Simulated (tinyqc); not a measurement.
Worked calculation: CCSD on RHF in the sto-3g basis, for H4, spin multiplicity 1. Computed by tinyqc, a small Python program that keeps every step (integrals from PySCF). Settings: charge = 0, multiplicity = 1, basis = sto-3g, method = RHF, energy threshold = 1e-10, iteration cap = 59, orthogonalisation = symmetric, start = atomic densities, DIIS depth = 6, amplitude equations = CCSD, DIIS depth for amplitudes = 6, cap on updates = 51. Command: `OMP_NUM_THREADS=1 python tinyqc.py 29337 29338 out.jsonl` (the two numbers bound the seeds that draw the settings). One thread of a shared host (Intel(R) Xeon(R) Processor @ 2.60GHz), about 0.2 s of CPU time with the checks. The early iterations of the SCF are left out here.

## One-electron integrals

Geometry (angstrom):
```
atom,x,y,z
H,0.000000,0.000000,0.000000
H,0.000000,0.000000,0.818000
H,0.000000,0.000000,2.198000
H,0.000000,0.000000,3.016000
```

Basis sto-3g: exponents (1/bohr^2) and contraction coefficients of normalised primitives:
```
element,l (shell),exponent,coefficient
H,s (1),3.425251,0.154329
H,s (1),0.623914,0.535328
H,s (1),0.168855,0.444635
```

Overlap, kinetic and nuclear-attraction integrals over the contracted functions; the nuclear repulsion is the sum of Za Zb / Rab.

nuclear repulsion = 2.33425812 hartree

overlap S, lower triangle:
```
,1H 1s,2H 1s,3H 1s,4H 1s
1H 1s,1.000000
2H 1s,0.609192,1.000000
3H 1s,0.085376,0.304010,1.000000
4H 1s,0.017655,0.085376,0.609192,1.000000
```

kinetic energy T (hartree), lower triangle:
```
,1H 1s,2H 1s,3H 1s,4H 1s
1H 1s,0.760032
2H 1s,0.193089,0.760032
3H 1s,-0.011416,0.022198,0.760032
4H 1s,-0.006500,-0.011416,0.193089,0.760032
```

nuclear attraction V (hartree), lower triangle:
```
,1H 1s,2H 1s,3H 1s,4H 1s
1H 1s,-2.249141
2H 1s,-1.369321,-2.454571
3H 1s,-0.170778,-0.633430,-2.454571
4H 1s,-0.034057,-0.170778,-1.369321,-2.249141
```

core Hamiltonian H = T + V (hartree), lower triangle:
```
,1H 1s,2H 1s,3H 1s,4H 1s
1H 1s,-1.489110
2H 1s,-1.176232,-1.694539
3H 1s,-0.182195,-0.611232,-1.694539
4H 1s,-0.040557,-0.182195,-1.176232,-1.489110
```

## Two-electron integrals

Functions are numbered as in S; the eight-fold symmetry (ij|kl) = (ji|kl) = (kl|ij) leaves the list below.

Two-electron integrals (ij|kl) in chemists' order, unique and non-zero (hartree):
```
i,j,k,l,(ij|kl)
1,1,1,1,0.774606
2,1,1,1,0.401113
2,1,2,1,0.248795
2,2,1,1,0.541070
2,2,2,1,0.401113
2,2,2,2,0.774606
3,1,1,1,0.037989
3,1,2,1,0.026323
3,1,2,2,0.048589
3,1,3,1,0.003648
3,2,1,1,0.106764
3,2,2,1,0.081815
3,2,2,2,0.168766
3,2,3,1,0.013417
3,2,3,2,0.053911
3,3,1,1,0.240371
3,3,2,1,0.180215
3,3,2,2,0.372174
3,3,3,1,0.037989
3,3,3,2,0.168766
3,3,3,3,0.774606
4,1,1,1,0.006298
4,1,2,1,0.004551
4,1,2,2,0.008780
4,1,3,1,0.000703
4,1,3,2,0.002726
4,1,3,3,0.008780
4,1,4,1,0.000144
4,2,1,1,0.024523
4,2,2,1,0.018556
4,2,2,2,0.037989
4,2,3,1,0.003255
4,2,3,2,0.013417
4,2,3,3,0.048589
4,2,4,1,0.000703
4,2,4,2,0.003648
4,3,1,1,0.124204
4,3,2,1,0.090310
4,3,2,2,0.180215
4,3,3,1,0.018556
4,3,3,2,0.081815
4,3,3,3,0.401113
4,3,4,1,0.004551
4,3,4,2,0.026323
4,3,4,3,0.248795
4,4,1,1,0.175447
4,4,2,1,0.124204
4,4,2,2,0.240371
4,4,3,1,0.024523
4,4,3,2,0.106764
4,4,3,3,0.541070
4,4,4,1,0.006298
4,4,4,2,0.037989
4,4,4,3,0.401113
4,4,4,4,0.774606
```

## Orthogonalisation

S = U s U^T; symmetric (Loewdin) form X = U s^(-1/2) U^T, so that X^T S X = 1.

eigenvalues of S: 0.296137  0.451660  1.382199  1.870004

X, lower triangle:
```
,1H 1s,2H 1s,3H 1s,4H 1s
1H 1s,1.199990
2H 1s,-0.423305,1.253726
3H 1s,0.052748,-0.220492,1.253726
4H 1s,-0.013983,0.052748,-0.423305,1.199990
```

## Iteration 8 (converged): orbitals

converged F (hartree), lower triangle:
```
,1H 1s,2H 1s,3H 1s,4H 1s
1H 1s,-0.326686
2H 1s,-0.561417,-0.358912
3H 1s,-0.106849,-0.242725,-0.358912
4H 1s,-0.015543,-0.106849,-0.561417,-0.326686
```

Diagonalise F' = X^T F X, C = X C', fill 2 alpha and 2 beta electrons from the bottom; D = 2 C_occ C_occ^T. Each column has its largest component positive (the first on a tie).

F' = X^T F X (hartree), lower triangle:
```
,1,2,3,4
1,0.031959
2,-0.592549,0.068724
3,0.062634,-0.246286,0.068724
4,-0.008572,0.062634,-0.592549,0.031959
```

orbital energies (hartree): MO1 -0.616443, MO2 -0.491632, MO3 0.462269, MO4 0.847173

coefficients C:
```
,MO1,MO2,MO3,MO4
1H 1s,0.333125,0.454081,0.813013,-0.802490
2H 1s,0.395550,0.395930,-0.667820,1.021377
3H 1s,0.395550,-0.395930,-0.667820,-1.021377
4H 1s,0.333125,-0.454081,0.813013,0.802490
```

D after iteration 8, lower triangle:
```
,1H 1s,2H 1s,3H 1s,4H 1s
1H 1s,0.634323
2H 1s,0.623103,0.626440
3H 1s,-0.096033,-0.000601,0.626440
4H 1s,-0.190434,-0.096033,0.623103,0.634323
```

## Convergence

Stop when the energy changes by less than 1e-10 hartree and every element of the error matrix X^T (F D S - S D F) X is below 3e-06.

Course of the cycle:
```
iteration,E (hartree),change,largest element of the error matrix
1,-1.58522520,-,2.70e-02
2,-2.20093476,-6.16e-01,3.92e-02
3,-2.20094322,-8.46e-06,3.91e-02
4,-2.20262894,-1.69e-03,5.66e-03
5,-2.20266492,-3.60e-05,1.62e-05
6,-2.20266492,-2.61e-10,5.91e-06
7,-2.20266492,-2.60e-11,3.50e-06
8,-2.20266492,-1.24e-11,1.21e-06
```

PySCF RHF in the same basis = -2.20266492 hartree

Converged in 8 iterations.

## Integrals over molecular orbitals

(pq|rs) = sum C_ip C_jq C_kr C_ls (ij|kl), one index at a time.

one-electron integrals over orbitals h = C^T H C (hartree), lower triangle:
```
,1,2,3,4
1,-1.777009
2,0.000000,-1.651839
3,0.120298,0.000000,-1.128650
4,0.000000,-0.110849,0.000000,-0.866914
```

Two-electron integrals over orbitals (pq|rs), unique and non-zero (hartree):
```
p,q,r,s,(pq|rs)
1,1,1,1,0.461297
2,1,2,1,0.202878
2,2,1,1,0.451074
2,2,2,2,0.460938
3,1,1,1,-0.045820
3,1,2,2,-0.002814
3,1,3,1,0.104008
3,2,2,1,0.068851
3,2,3,2,0.100080
3,3,1,1,0.448675
3,3,2,2,0.448828
3,3,3,1,-0.013969
3,3,3,3,0.467444
4,1,2,1,0.021279
4,1,3,2,-0.073126
4,1,4,1,0.086735
4,2,1,1,0.056463
4,2,2,2,0.019201
4,2,3,1,-0.100587
4,2,3,3,0.016715
4,2,4,2,0.106241
4,3,2,1,-0.194396
4,3,3,2,-0.070162
4,3,4,1,-0.018553
4,3,4,3,0.207140
4,4,1,1,0.481373
4,4,2,2,0.472158
4,4,3,1,-0.050581
4,4,3,3,0.484038
4,4,4,2,0.062815
4,4,4,4,0.529197
```

## CCSD: starting amplitudes

t_ij^ab = <ij||ab> / (e_i + e_j - e_a - e_b), whose energy is MP2.

Starting amplitudes (spin orbitals 1a, 1b, ...; amplitudes related by a flip of all spins are not repeated):
```
from,to,t
2a 2b,3a 3b,-0.052459
1a 1b,3a 3b,-0.048209
1a 2b,3a 4b,0.041608
2a 2b,4a 4b,-0.039678
1a 2b,3b 4a,-0.030248
1a 1b,4a 4b,-0.029630
1a 2a,3a 4a,0.011359
```

correlation energy = -0.03046788 hartree

## CCSD: amplitude update 1

t_i^a D_i^a and t_ij^ab D_ij^ab are set to the remaining terms of the spin-orbital equations, evaluated with the old amplitudes; for the doubles these are <ij||ab> + 1/2 <ab||ef> t_ij^ef + 1/2 <mn||ij> t_mn^ab + P(ij)P(ab) <mb||ej> t_im^ae + terms in t^2 + terms with t1, D the orbital-energy denominators.

Amplitudes after update 1 (spin orbitals 1a, 1b, ...; amplitudes related by a flip of all spins are not repeated):
```
from,to,t
2a 2b,3a 3b,-0.074000
1a 1b,3a 3b,-0.062771
1a 2b,3a 4b,0.057382
2a 2b,4a 4b,-0.049785
1a 2b,3b 4a,-0.044185
1a 1b,4a 4b,-0.039683
1a 2a,3a 4a,0.013197
2a,4a,0.001195
1a,3a,0.001118
```

correlation energy = -0.04139639 hartree

## CCSD: convergence

E_corr = 1/4 sum <ij||ab> t_ij^ab + 1/2 sum <ij||ab> t_i^a t_j^b; stop when the norm of the change is below 1e-8.

Course of the amplitude iterations:
```
update,correlation energy (hartree),norm of the change
0,-0.03046788,-
1,-0.04139639,8.42e-02
2,-0.04536929,3.15e-02
3,-0.04768526,1.19e-02
4,-0.04767419,8.15e-04
5,-0.04767557,2.30e-04
6,-0.04767646,4.59e-05
7,-0.04767618,2.18e-06
8,-0.04767625,4.08e-07
9,-0.04767625,1.39e-08
10,-0.04767625,2.12e-09
```

Converged amplitudes (spin orbitals 1a, 1b, ...; amplitudes related by a flip of all spins are not repeated):
```
from,to,t
2a 2b,3a 3b,-0.089917
1a 1b,3a 3b,-0.069674
1a 2b,3a 4b,0.065982
2a 2b,4a 4b,-0.053868
1a 2b,3b 4a,-0.052232
1a 1b,4a 4b,-0.046572
1a 2a,3a 4a,0.013750
1a,3a,0.002105
2a,4a,0.001987
```

CCSD total energy = -2.25034117 hartree

T1 diagnostic, norm of the one-spin t1 over sqrt(correlated electrons) = 0.001447

Converged in 10 updates, with DIIS from the third.
